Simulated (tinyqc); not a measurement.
## Mobility and doping from two currents

Question. A trap-free film with injecting contacts is fitted, with diffusion neglected, by J = q mu N V/Lf + (9/8) eps0 eps_r mu V^2/Lf^3. Find mu, N and the voltage at which both terms are equal.

Inputs (values chosen for the exercise): relative permittivity eps_r = 13.7; film thickness Lf = 920 nm.

Constants: q = 1.602176634e-19 C, eps0 = 8.8541878128e-14 F/cm where lengths are in cm. Results are converted to the units shown.

J at 3.1 and 13 V (A/cm^2): 1204.0747  8883.6430

Solution. J/V is a straight line in V: the slope gives mu and the intercept mu N.

mu = 17.0 cm^2/(V s)
N = 1.00e16 cm^-3
crossover voltage = 9.94 V

tinyqc, about 5 s, one thread, Intel Xeon 2.30GHz (shared host): `OMP_NUM_THREADS=1 python tinyqc.py 2730111 2730112 out.jsonl`
